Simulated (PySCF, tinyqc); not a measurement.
Worked calculation (part 1 of 2): RHF in the 6-31g basis, for H3-, spin multiplicity 1. The basis has no diffuse functions, so it cannot describe the extra electron: this is an exercise in the method, not the real anion. The lowest restricted solution is unstable here: a spin-polarised one lies 0.0005 hartree lower (PySCF). Computed by tinyqc, a small Python program that keeps every step (integrals from PySCF). Settings: charge = -1, multiplicity = 1, basis = 6-31g, energy threshold = 1e-08, iteration cap = 60, orthogonalisation = symmetric, start = Wolfsberg-Helmholz matrix, DIIS depth = 3, method = RHF. Command: `OMP_NUM_THREADS=1 python tinyqc.py 23827 23828 out.jsonl` (the two numbers bound the seeds that draw the settings). One thread of a shared host (Intel(R) Xeon(R) Processor @ 2.60GHz), about 0.04 s of CPU time with the checks. Later iterations appear only in the table of the cycle.

## One-electron integrals

Geometry (angstrom):
```
atom        x        y         z
H     0.00000  0.00000   0.00000
H     0.00000  0.00000   1.54400
H     0.00000  0.00000  -1.54400
```

Basis 6-31g: exponents (1/bohr^2) and contraction coefficients of normalised primitives:
```
element  l (shell)  exponent  coefficient
H            s (1)  18.73114      0.03349
H            s (1)   2.82539      0.23473
H            s (1)   0.64012      0.81376
H            s (2)   0.16128      1.00000
```

Overlap, kinetic and nuclear-attraction integrals over the contracted functions; the nuclear repulsion is the sum of Za Zb / Rab.

nuclear repulsion = 0.8568284 hartree

overlap S, order 1H 1s, 1H 2s, 2H 1s, 2H 2s, 3H 1s, 3H 2s:
$$\begin{pmatrix}
1.00000 & 0.65829 & 0.04655 & 0.21529 & 0.04655 & 0.21529 \\
0.65829 & 1.00000 & 0.21529 & 0.50334 & 0.21529 & 0.50334 \\
0.04655 & 0.21529 & 1.00000 & 0.65829 & 0.00001 & 0.00768 \\
0.21529 & 0.50334 & 0.65829 & 1.00000 & 0.00768 & 0.06419 \\
0.04655 & 0.21529 & 0.00001 & 0.00768 & 1.00000 & 0.65829 \\
0.21529 & 0.50334 & 0.00768 & 0.06419 & 0.65829 & 1.00000
\end{pmatrix}$$

kinetic energy T (hartree), order 1H 1s, 1H 2s, 2H 1s, 2H 2s, 3H 1s, 3H 2s:
$$\begin{pmatrix}
1.39568 & 0.25974 & -0.04376 & 0.02150 & -0.04376 & 0.02150 \\
0.25974 & 0.24192 & 0.02150 & 0.06604 & 0.02150 & 0.06604 \\
-0.04376 & 0.02150 & 1.39568 & 0.25974 & -0.00007 & -0.00587 \\
0.02150 & 0.06604 & 0.25974 & 0.24192 & -0.00587 & -0.01290 \\
-0.04376 & 0.02150 & -0.00007 & -0.00587 & 1.39568 & 0.25974 \\
0.02150 & 0.06604 & -0.00587 & -0.01290 & 0.25974 & 0.24192
\end{pmatrix}$$

nuclear attraction V (hartree), order 1H 1s, 1H 2s, 2H 1s, 2H 2s, 3H 1s, 3H 2s:
$$\begin{pmatrix}
-2.33869 & -1.19346 & -0.07543 & -0.37372 & -0.07543 & -0.37372 \\
-1.19346 & -1.31322 & -0.35221 & -0.63849 & -0.35221 & -0.63849 \\
-0.07543 & -0.35221 & -2.16733 & -1.08069 & -0.00002 & -0.01194 \\
-0.37372 & -0.63849 & -1.08069 & -1.14840 & -0.01194 & -0.08429 \\
-0.07543 & -0.35221 & -0.00002 & -0.01194 & -2.16733 & -1.08069 \\
-0.37372 & -0.63849 & -0.01194 & -0.08429 & -1.08069 & -1.14840
\end{pmatrix}$$

core Hamiltonian H = T + V (hartree), order 1H 1s, 1H 2s, 2H 1s, 2H 2s, 3H 1s, 3H 2s:
$$\begin{pmatrix}
-0.94301 & -0.93372 & -0.11919 & -0.35222 & -0.11919 & -0.35222 \\
-0.93372 & -1.07130 & -0.33071 & -0.57245 & -0.33071 & -0.57245 \\
-0.11919 & -0.33071 & -0.77165 & -0.82096 & -0.00010 & -0.01781 \\
-0.35222 & -0.57245 & -0.82096 & -0.90648 & -0.01781 & -0.09719 \\
-0.11919 & -0.33071 & -0.00010 & -0.01781 & -0.77165 & -0.82096 \\
-0.35222 & -0.57245 & -0.01781 & -0.09719 & -0.82096 & -0.90648
\end{pmatrix}$$

## Two-electron integrals

Functions are numbered as in S; the eight-fold symmetry (ij|kl) = (ji|kl) = (kl|ij) leaves the list below.

Two-electron integrals (ij|kl) in chemists' order, unique and non-zero (hartree):
```
(11|11) 1.07657    (21|11) 0.57847    (21|21) 0.32942    (22|11) 0.58740
(22|21) 0.36130    (22|22) 0.45315    (31|11) 0.02978    (31|21) 0.01828
(31|22) 0.02253    (31|31) 0.00194    (32|11) 0.08967    (32|21) 0.05805
(32|22) 0.08122    (32|31) 0.00707    (32|32) 0.03457    (33|11) 0.34258
(33|21) 0.22506    (33|22) 0.33170    (33|31) 0.02978    (33|32) 0.17751
(33|33) 1.07657    (41|11) 0.17751    (41|21) 0.10257    (41|22) 0.11513
(41|31) 0.00707    (41|32) 0.02297    (41|33) 0.08967    (41|41) 0.03457
(42|11) 0.24732    (42|21) 0.15536    (42|22) 0.20447    (42|31) 0.01341
(42|32) 0.05550    (42|33) 0.24732    (42|41) 0.05550    (42|42) 0.11481
(43|11) 0.22506    (43|21) 0.14744    (43|22) 0.21538    (43|31) 0.01828
(43|32) 0.10257    (43|33) 0.57847    (43|41) 0.05805    (43|42) 0.15536
(43|43) 0.32942    (44|11) 0.33170    (44|21) 0.21538    (44|22) 0.30932
(44|31) 0.02253    (44|32) 0.11513    (44|33) 0.58740    (44|41) 0.08122
(44|42) 0.20447    (44|43) 0.36130    (44|44) 0.45315    (51|11) 0.02978
(51|21) 0.01828    (51|22) 0.02253    (51|31) 0.00075    (51|32) 0.00263
(51|33) 0.01067    (51|41) 0.00486    (51|42) 0.00777    (51|43) 0.00702
(51|44) 0.01065    (51|51) 0.00194    (52|11) 0.08967    (52|21) 0.05805
(52|22) 0.08122    (52|31) 0.00263    (52|32) 0.00979    (52|33) 0.04073
(52|41) 0.01582    (52|42) 0.02805    (52|43) 0.02681    (52|44) 0.04071
(52|51) 0.00707    (52|52) 0.03457    (53|11) 1.19e-05   (53|21) 6.64e-06
(53|22) 7.01e-06   (53|31) 3.56e-07   (53|32) 1.09e-06   (53|33) 4.19e-06
(53|41) 2.05e-06   (53|42) 2.98e-06   (53|43) 2.75e-06   (53|44) 4.04e-06
(53|51) 3.56e-07   (53|52) 1.09e-06   (54|11) 0.00403    (54|21) 0.00254
(54|22) 0.00333    (54|31) 0.00011    (54|32) 0.00040    (54|33) 0.00163
(54|41) 0.00069    (54|42) 0.00116    (54|43) 0.00108    (54|44) 0.00163
(54|51) 0.00028    (54|52) 0.00116    (54|53) 4.87e-08   (54|54) 4.26e-05
(55|11) 0.34258    (55|21) 0.22506    (55|22) 0.33170    (55|31) 0.01067
(55|32) 0.04073    (55|33) 0.17137    (55|41) 0.06222    (55|42) 0.11485
(55|43) 0.11281    (55|44) 0.17136    (55|51) 0.02978    (55|52) 0.17751
(55|53) 4.19e-06   (55|54) 0.00530    (55|55) 1.07657    (61|11) 0.17751
(61|21) 0.10257    (61|22) 0.11513    (61|31) 0.00486    (61|32) 0.01582
(61|33) 0.06222    (61|41) 0.02980    (61|42) 0.04499    (61|43) 0.04091
(61|44) 0.06114    (61|51) 0.00707    (61|52) 0.02297    (61|53) 2.05e-06
(61|54) 0.00099    (61|55) 0.08967    (61|61) 0.03457    (62|11) 0.24732
(62|21) 0.15536    (62|22) 0.20447    (62|31) 0.00777    (62|32) 0.02805
(62|33) 0.11485    (62|41) 0.04499    (62|42) 0.07836    (62|43) 0.07550
(62|44) 0.11352    (62|51) 0.01341    (62|52) 0.05550    (62|53) 2.98e-06
(62|54) 0.00208    (62|55) 0.24732    (62|61) 0.05550    (62|62) 0.11481
(63|11) 0.00403    (63|21) 0.00254    (63|22) 0.00333    (63|31) 0.00028
(63|32) 0.00116    (63|33) 0.00530    (63|41) 0.00099    (63|42) 0.00208
(63|43) 0.00318    (63|44) 0.00380    (63|51) 0.00011    (63|52) 0.00040
(63|53) 4.87e-08   (63|54) 1.65e-05   (63|55) 0.00163    (63|61) 0.00069
(63|62) 0.00116    (63|63) 4.26e-05   (64|11) 0.03770    (64|21) 0.02319
(64|22) 0.02909    (64|31) 0.00145    (64|32) 0.00521    (64|33) 0.02129
(64|41) 0.00739    (64|42) 0.01312    (64|43) 0.01382    (64|44) 0.01985
(64|51) 0.00145    (64|52) 0.00521    (64|53) 4.50e-07   (64|54) 0.00021
(64|55) 0.02129    (64|61) 0.00739    (64|62) 0.01312    (64|63) 0.00021
(64|64) 0.00187    (65|11) 0.22506    (65|21) 0.14744    (65|22) 0.21538
(65|31) 0.00702    (65|32) 0.02681    (65|33) 0.11281    (65|41) 0.04091
(65|42) 0.07550    (65|43) 0.07426    (65|44) 0.11280    (65|51) 0.01828
(65|52) 0.10257    (65|53) 2.75e-06   (65|54) 0.00318    (65|55) 0.57847
(65|61) 0.05805    (65|62) 0.15536    (65|63) 0.00108    (65|64) 0.01382
(65|65) 0.32942    (66|11) 0.33170    (66|21) 0.21538    (66|22) 0.30932
(66|31) 0.01065    (66|32) 0.04071    (66|33) 0.17136    (66|41) 0.06114
(66|42) 0.11352    (66|43) 0.11280    (66|44) 0.17121    (66|51) 0.02253
(66|52) 0.11513    (66|53) 4.04e-06   (66|54) 0.00380    (66|55) 0.58740
(66|61) 0.08122    (66|62) 0.20447    (66|63) 0.00163    (66|64) 0.01985
(66|65) 0.36130    (66|66) 0.45315
```

## Orthogonalisation

S = U s U^T; symmetric (Loewdin) form X = U s^(-1/2) U^T, so that X^T S X = 1.

eigenvalues of S: [0.15487, 0.31649, 0.38121, 1.09848, 1.61931, 2.42964]

X, order 1H 1s, 1H 2s, 2H 1s, 2H 2s, 3H 1s, 3H 2s:
$$\begin{pmatrix}
1.27115 & -0.55358 & 0.02269 & 0.05480 & 0.02269 & 0.05480 \\
-0.55358 & 1.66248 & 0.04243 & -0.45666 & 0.04243 & -0.45666 \\
0.02269 & 0.04243 & 1.25500 & -0.50254 & -0.00227 & -0.00729 \\
0.05480 & -0.45666 & -0.50254 & 1.43806 & -0.00729 & 0.13195 \\
0.02269 & 0.04243 & -0.00227 & -0.00729 & 1.25500 & -0.50254 \\
0.05480 & -0.45666 & -0.00729 & 0.13195 & -0.50254 & 1.43806
\end{pmatrix}$$

## Starting guess

The start is the generalised Wolfsberg-Helmholz matrix (K = 1.75) built on H; D = 2 C_occ C_occ^T.

D at the start, order 1H 1s, 1H 2s, 2H 1s, 2H 2s, 3H 1s, 3H 2s:
$$\begin{pmatrix}
0.20280 & 0.31458 & 0.03741 & 0.13892 & 0.03741 & 0.13892 \\
0.31458 & 0.48799 & 0.05803 & 0.21550 & 0.05803 & 0.21550 \\
0.03741 & 0.05803 & 0.25743 & 0.33205 & -0.24363 & -0.28080 \\
0.13892 & 0.21550 & 0.33205 & 0.46996 & -0.28080 & -0.27963 \\
0.03741 & 0.05803 & -0.24363 & -0.28080 & 0.25743 & 0.33205 \\
0.13892 & 0.21550 & -0.28080 & -0.27963 & 0.33205 & 0.46996
\end{pmatrix}$$

## Iteration 1: building the Fock matrix

J_ij = sum D_kl (ij|kl), K_ij = sum D_kl (ik|jl); F = H + J - 0.5 K; E = tr D H + tr D J / 2 - 0.25 tr D K + E_nn.

Coulomb J (hartree), order 1H 1s, 1H 2s, 2H 1s, 2H 2s, 3H 1s, 3H 2s:
$$\begin{pmatrix}
1.96748 & 1.20632 & 0.08408 & 0.38996 & 0.08408 & 0.38996 \\
1.20632 & 1.55760 & 0.35856 & 0.75697 & 0.35856 & 0.75697 \\
0.08408 & 0.35856 & 1.72071 & 1.04614 & 0.00002 & 0.01312 \\
0.38996 & 0.75697 & 1.04614 & 1.34035 & 0.01312 & 0.09998 \\
0.08408 & 0.35856 & 0.00002 & 0.01312 & 1.72071 & 1.04614 \\
0.38996 & 0.75697 & 0.01312 & 0.09998 & 1.04614 & 1.34035
\end{pmatrix}$$

exchange K (hartree), order 1H 1s, 1H 2s, 2H 1s, 2H 2s, 3H 1s, 3H 2s:
$$\begin{pmatrix}
0.95918 & 0.85353 & 0.20634 & 0.41216 & 0.20634 & 0.41216 \\
0.85353 & 0.92470 & 0.35206 & 0.53666 & 0.35206 & 0.53666 \\
0.20634 & 0.35206 & 0.90579 & 0.74647 & -0.09796 & -0.04410 \\
0.41216 & 0.53666 & 0.74647 & 0.75735 & -0.04410 & 0.06039 \\
0.20634 & 0.35206 & -0.09796 & -0.04410 & 0.90579 & 0.74647 \\
0.41216 & 0.53666 & -0.04410 & 0.06039 & 0.74647 & 0.75735
\end{pmatrix}$$

Fock matrix F (hartree), order 1H 1s, 1H 2s, 2H 1s, 2H 2s, 3H 1s, 3H 2s:
$$\begin{pmatrix}
0.54487 & -0.15417 & -0.13828 & -0.16834 & -0.13828 & -0.16834 \\
-0.15417 & 0.02395 & -0.14818 & -0.08381 & -0.14818 & -0.08381 \\
-0.13828 & -0.14818 & 0.49616 & -0.14805 & 0.04890 & 0.01736 \\
-0.16834 & -0.08381 & -0.14805 & 0.05519 & 0.01736 & -0.02741 \\
-0.13828 & -0.14818 & 0.04890 & 0.01736 & 0.49616 & -0.14805 \\
-0.16834 & -0.08381 & 0.01736 & -0.02741 & -0.14805 & 0.05519
\end{pmatrix}$$

total energy of this density = -1.3749497 hartree

## Iteration 1: diagonalisation and new density

Diagonalise F' = X^T F X, C = X C', fill 2 alpha and 2 beta electrons from the bottom; D = 2 C_occ C_occ^T. Each column has its largest component positive (the first on a tie).

F' = X^T F X (hartree):
$$\begin{pmatrix}
1.05955 & -0.64439 & -0.01720 & -0.07615 & -0.01720 & -0.07615 \\
-0.64439 & 0.59608 & -0.07756 & -0.16588 & -0.07756 & -0.16588 \\
-0.01720 & -0.07756 & 0.96533 & -0.59760 & 0.03210 & 0.04651 \\
-0.07615 & -0.16588 & -0.59760 & 0.48627 & 0.04651 & 0.02168 \\
-0.01720 & -0.07756 & 0.03210 & 0.04651 & 0.96533 & -0.59760 \\
-0.07615 & -0.16588 & 0.04651 & 0.02168 & -0.59760 & 0.48627
\end{pmatrix}$$

orbital energies (hartree): MO1 -0.12510, MO2 0.01351, MO3 0.41252, MO4 1.35732, MO5 1.38432, MO6 1.51627

coefficients C, order 1H 1s, 1H 2s, 2H 1s, 2H 2s, 3H 1s, 3H 2s:
$$\begin{pmatrix}
0.21966 & 0.00000 & 0.19297 & 0.08970 & 0.00000 & -1.35491 \\
0.41056 & 0.00000 & 1.01925 & -0.54397 & 0.00000 & 1.40984 \\
0.13798 & 0.22314 & -0.13123 & -0.93636 & 0.92908 & -0.06263 \\
0.28686 & 0.55561 & -0.71367 & 0.94920 & -0.81663 & -0.28524 \\
0.13798 & -0.22314 & -0.13123 & -0.93636 & -0.92908 & -0.06263 \\
0.28686 & -0.55561 & -0.71367 & 0.94920 & 0.81663 & -0.28524
\end{pmatrix}$$

D after iteration 1, order 1H 1s, 1H 2s, 2H 1s, 2H 2s, 3H 1s, 3H 2s:
$$\begin{pmatrix}
0.09650 & 0.18037 & 0.06062 & 0.12602 & 0.06062 & 0.12602 \\
0.18037 & 0.33713 & 0.11330 & 0.23555 & 0.11330 & 0.23555 \\
0.06062 & 0.11330 & 0.13765 & 0.32711 & -0.06151 & -0.16880 \\
0.12602 & 0.23555 & 0.32711 & 0.78198 & -0.16880 & -0.45283 \\
0.06062 & 0.11330 & -0.06151 & -0.16880 & 0.13765 & 0.32711 \\
0.12602 & 0.23555 & -0.16880 & -0.45283 & 0.32711 & 0.78198
\end{pmatrix}$$

## Iteration 2: building the Fock matrix

As before.

Coulomb J (hartree), order 1H 1s, 1H 2s, 2H 1s, 2H 2s, 3H 1s, 3H 2s:
$$\begin{pmatrix}
1.75164 & 1.09429 & 0.07919 & 0.35647 & 0.07919 & 0.35647 \\
1.09429 & 1.46105 & 0.34864 & 0.72324 & 0.34864 & 0.72324 \\
0.07919 & 0.34864 & 1.68507 & 1.02964 & 0.00002 & 0.01255 \\
0.35647 & 0.72324 & 1.02964 & 1.32204 & 0.01255 & 0.09378 \\
0.07919 & 0.34864 & 0.00002 & 0.01255 & 1.68507 & 1.02964 \\
0.35647 & 0.72324 & 0.01255 & 0.09378 & 1.02964 & 1.32204
\end{pmatrix}$$

exchange K (hartree), order 1H 1s, 1H 2s, 2H 1s, 2H 2s, 3H 1s, 3H 2s:
$$\begin{pmatrix}
0.65874 & 0.65346 & 0.21829 & 0.35961 & 0.21829 & 0.35961 \\
0.65346 & 0.80732 & 0.39295 & 0.53683 & 0.39295 & 0.53683 \\
0.21829 & 0.39295 & 0.89138 & 0.79792 & -0.05005 & -0.00819 \\
0.35961 & 0.53683 & 0.79792 & 0.84384 & -0.00819 & 0.06748 \\
0.21829 & 0.39295 & -0.05005 & -0.00819 & 0.89138 & 0.79792 \\
0.35961 & 0.53683 & -0.00819 & 0.06748 & 0.79792 & 0.84384
\end{pmatrix}$$

Fock matrix F (hartree), order 1H 1s, 1H 2s, 2H 1s, 2H 2s, 3H 1s, 3H 2s:
$$\begin{pmatrix}
0.47926 & -0.16617 & -0.14915 & -0.17556 & -0.14915 & -0.17556 \\
-0.16617 & -0.01391 & -0.17854 & -0.11762 & -0.17854 & -0.11762 \\
-0.14915 & -0.17854 & 0.46773 & -0.19028 & 0.02495 & -0.00117 \\
-0.17556 & -0.11762 & -0.19028 & -0.00636 & -0.00117 & -0.03715 \\
-0.14915 & -0.17854 & 0.02495 & -0.00117 & 0.46773 & -0.19028 \\
-0.17556 & -0.11762 & -0.00117 & -0.03715 & -0.19028 & -0.00636
\end{pmatrix}$$

total energy of this density = -1.5044229 hartree

## Iteration 2: DIIS over 2 matrices

error matrix X^T (FDS - SDF) X:
$$\begin{pmatrix}
0.00000 & 0.00132 & 0.01517 & 0.01044 & 0.01517 & 0.01044 \\
-0.00132 & 0.00000 & 0.02253 & 0.01466 & 0.02253 & 0.01466 \\
-0.01517 & -0.02253 & 0.00000 & 0.01954 & 0.00000 & -0.03912 \\
-0.01044 & -0.01466 & -0.01954 & 0.00000 & 0.03912 & 0.00000 \\
-0.01517 & -0.02253 & 0.00000 & -0.03912 & 0.00000 & 0.01954 \\
-0.01044 & -0.01466 & 0.03912 & 0.00000 & -0.01954 & 0.00000
\end{pmatrix}$$

B (overlaps of the stored error matrices):
$$\begin{pmatrix}
4.8168248e-01 & 7.0250308e-02 \\
7.0250308e-02 & 1.1898205e-02
\end{pmatrix}$$

Minimise |sum c_i e_i|^2 with sum c_i = 1: solve [B -1; -1 0][c; lambda] = [0; -1] with B_ij = tr e_i^T e_j, and take F = sum c_i F_i.

DIIS coefficients: [-0.16527, 1.16527]

extrapolated F (hartree), order 1H 1s, 1H 2s, 2H 1s, 2H 2s, 3H 1s, 3H 2s:
$$\begin{pmatrix}
0.46841 & -0.16815 & -0.15094 & -0.17675 & -0.15094 & -0.17675 \\
-0.16815 & -0.02017 & -0.18356 & -0.12321 & -0.18356 & -0.12321 \\
-0.15094 & -0.18356 & 0.46303 & -0.19726 & 0.02099 & -0.00423 \\
-0.17675 & -0.12321 & -0.19726 & -0.01653 & -0.00423 & -0.03876 \\
-0.15094 & -0.18356 & 0.02099 & -0.00423 & 0.46303 & -0.19726 \\
-0.17675 & -0.12321 & -0.00423 & -0.03876 & -0.19726 & -0.01653
\end{pmatrix}$$

## Iteration 2: diagonalisation and new density

As before.

F' = X^T F X (hartree):
$$\begin{pmatrix}
0.94401 & -0.59753 & -0.02398 & -0.07277 & -0.02398 & -0.07277 \\
-0.59753 & 0.54943 & -0.09280 & -0.17901 & -0.09280 & -0.17901 \\
-0.02398 & -0.09280 & 0.95479 & -0.61930 & 0.01021 & 0.03464 \\
-0.07277 & -0.17901 & -0.61930 & 0.42891 & 0.03464 & 0.03286 \\
-0.02398 & -0.09280 & 0.01021 & 0.03464 & 0.95479 & -0.61930 \\
-0.07277 & -0.17901 & 0.03464 & 0.03286 & -0.61930 & 0.42891
\end{pmatrix}$$

orbital energies (hartree): MO1 -0.19741, MO2 -0.03881, MO3 0.38498, MO4 1.35052, MO5 1.37944, MO6 1.38212

coefficients C, order 1H 1s, 1H 2s, 2H 1s, 2H 2s, 3H 1s, 3H 2s:
$$\begin{pmatrix}
0.21058 & 0.00000 & 0.23722 & 0.21878 & 0.00000 & -1.33447 \\
0.37082 & 0.00000 & 1.00064 & -0.67009 & 0.00000 & 1.37956 \\
0.15228 & 0.20068 & -0.12061 & -0.92502 & 0.93419 & -0.15345 \\
0.30865 & 0.57513 & -0.69584 & 0.97430 & -0.80300 & -0.21269 \\
0.15228 & -0.20068 & -0.12061 & -0.92502 & -0.93419 & -0.15345 \\
0.30865 & -0.57513 & -0.69584 & 0.97430 & 0.80300 & -0.21269
\end{pmatrix}$$

D after iteration 2, order 1H 1s, 1H 2s, 2H 1s, 2H 2s, 3H 1s, 3H 2s:
$$\begin{pmatrix}
0.08869 & 0.15617 & 0.06413 & 0.12999 & 0.06413 & 0.12999 \\
0.15617 & 0.27501 & 0.11294 & 0.22890 & 0.11294 & 0.22890 \\
0.06413 & 0.11294 & 0.12692 & 0.32484 & -0.03416 & -0.13683 \\
0.12999 & 0.22890 & 0.32484 & 0.85208 & -0.13683 & -0.47103 \\
0.06413 & 0.11294 & -0.03416 & -0.13683 & 0.12692 & 0.32484 \\
0.12999 & 0.22890 & -0.13683 & -0.47103 & 0.32484 & 0.85208
\end{pmatrix}$$

## Iteration 3: building the Fock matrix

As before.

Coulomb J (hartree), order 1H 1s, 1H 2s, 2H 1s, 2H 2s, 3H 1s, 3H 2s:
$$\begin{pmatrix}
1.71153 & 1.07256 & 0.07825 & 0.34993 & 0.07825 & 0.34993 \\
1.07256 & 1.44108 & 0.34723 & 0.71649 & 0.34723 & 0.71649 \\
0.07825 & 0.34723 & 1.68374 & 1.02892 & 0.00002 & 0.01244 \\
0.34993 & 0.71649 & 1.02892 & 1.31993 & 0.01244 & 0.09250 \\
0.07825 & 0.34723 & 0.00002 & 0.01244 & 1.68374 & 1.02892 \\
0.34993 & 0.71649 & 0.01244 & 0.09250 & 1.02892 & 1.31993
\end{pmatrix}$$

exchange K (hartree), order 1H 1s, 1H 2s, 2H 1s, 2H 2s, 3H 1s, 3H 2s:
$$\begin{pmatrix}
0.60667 & 0.61168 & 0.21798 & 0.34685 & 0.21798 & 0.34685 \\
0.61168 & 0.77296 & 0.39772 & 0.53102 & 0.39772 & 0.53102 \\
0.21798 & 0.39772 & 0.89685 & 0.80987 & -0.04036 & -0.00110 \\
0.34685 & 0.53102 & 0.80987 & 0.85891 & -0.00110 & 0.06804 \\
0.21798 & 0.39772 & -0.04036 & -0.00110 & 0.89685 & 0.80987 \\
0.34685 & 0.53102 & -0.00110 & 0.06804 & 0.80987 & 0.85891
\end{pmatrix}$$

Fock matrix F (hartree), order 1H 1s, 1H 2s, 2H 1s, 2H 2s, 3H 1s, 3H 2s:
$$\begin{pmatrix}
0.46518 & -0.16700 & -0.14993 & -0.17571 & -0.14993 & -0.17571 \\
-0.16700 & -0.01671 & -0.18234 & -0.12147 & -0.18234 & -0.12147 \\
-0.14993 & -0.18234 & 0.46366 & -0.19697 & 0.02010 & -0.00482 \\
-0.17571 & -0.12147 & -0.19697 & -0.01600 & -0.00482 & -0.03871 \\
-0.14993 & -0.18234 & 0.02010 & -0.00482 & 0.46366 & -0.19697 \\
-0.17571 & -0.12147 & -0.00482 & -0.03871 & -0.19697 & -0.01600
\end{pmatrix}$$

total energy of this density = -1.5081293 hartree

## Iteration 3: DIIS over 3 matrices

error matrix X^T (FDS - SDF) X:
$$\begin{pmatrix}
0.00000 & -0.00343 & -0.00057 & -0.00053 & -0.00057 & -0.00053 \\
0.00343 & 0.00000 & 0.00168 & 0.00328 & 0.00168 & 0.00328 \\
0.00057 & -0.00168 & 0.00000 & 0.00106 & 0.00000 & -0.00050 \\
0.00053 & -0.00328 & -0.00106 & 0.00000 & 0.00050 & 0.00000 \\
0.00057 & -0.00168 & 0.00000 & -0.00050 & 0.00000 & 0.00106 \\
0.00053 & -0.00328 & 0.00050 & 0.00000 & -0.00106 & 0.00000
\end{pmatrix}$$

B (overlaps of the stored error matrices):
$$\begin{pmatrix}
4.8168248e-01 & 7.0250308e-02 & 5.6039680e-04 \\
7.0250308e-02 & 1.1898205e-02 & 4.3921050e-04 \\
5.6039680e-04 & 4.3921050e-04 & 8.5744195e-05
\end{pmatrix}$$

As before.

DIIS coefficients: [0.03628, -0.25831, 1.22203]

extrapolated F (hartree), order 1H 1s, 1H 2s, 2H 1s, 2H 2s, 3H 1s, 3H 2s:
$$\begin{pmatrix}
0.46444 & -0.16675 & -0.14971 & -0.17548 & -0.14971 & -0.17548 \\
-0.16675 & -0.01595 & -0.18208 & -0.12109 & -0.18208 & -0.12109 \\
-0.14971 & -0.18208 & 0.46379 & -0.19693 & 0.01989 & -0.00496 \\
-0.17548 & -0.12109 & -0.19693 & -0.01591 & -0.00496 & -0.03871 \\
-0.14971 & -0.18208 & 0.01989 & -0.00496 & 0.46379 & -0.19693 \\
-0.17548 & -0.12109 & -0.00496 & -0.03871 & -0.19693 & -0.01591
\end{pmatrix}$$
